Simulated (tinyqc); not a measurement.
Sub-threshold conduction and electro-thermal threshold of an amorphous chalcogenide: resistance drift.

Trap-limited conduction: I = I0 exp(-Ea/kB T) sinh(q V dz/(2 ua kB T)), I0 = 2 q A Nt dz/ta. One lumped temperature T = T0 + Rt I V. The threshold is the largest V for which a steady state exists on the low-current branch.

The low-field resistance drifts as R = R0 (t/1 s)^nu, R0 = 2 ua kB T0 exp(Ea/kB T0)/(q dz I0). Read as a growth of Ea, this is dEa = nu kB T0 ln(t/1 s).

Values chosen for this exercise; values of the order of Ge-Sb-Te and related chalcogenides: ambient temperature T0 = 300 K; cross-section A = 1100 nm^2; amorphous thickness ua = 31 nm; distance between traps dz = 7.5 nm; activation energy Ea = 0.3 eV; trap density Nt = 4e19 cm^-3; attempt time ta = 1e-15 s; drift exponent nu = 0.09.

Constants: q = 1.602176634e-19 C, kB = 1.380649e-23 J/K. Results are converted to the units shown.

Resistance drift:
```
t (s),R (Mohm),R/R0,dEa (meV)
0.001,0.1189,0.5370,-16.07
0.1,0.1800,0.8128,-5.357
1,0.2215,1.000,0
100,0.3352,1.514,10.71
10000,0.5074,2.291,21.43
1e6,0.7680,3.467,32.14
3e8,1.283,5.793,45.42
```

R grows by a factor of 1.23 a decade and 5.79 from 1 s to 3e8 s. A level that lies a factor of 3 below a fixed read threshold at 1 s reaches it after 2.00e5 s.

Range of the model: Purely electronic switching mechanisms, filaments and series resistance are left out.

tinyqc, about 0.01 s, one thread, Intel Xeon 2.30GHz (shared host): `OMP_NUM_THREADS=1 python tinyqc.py 2490049 2490050 out.jsonl`
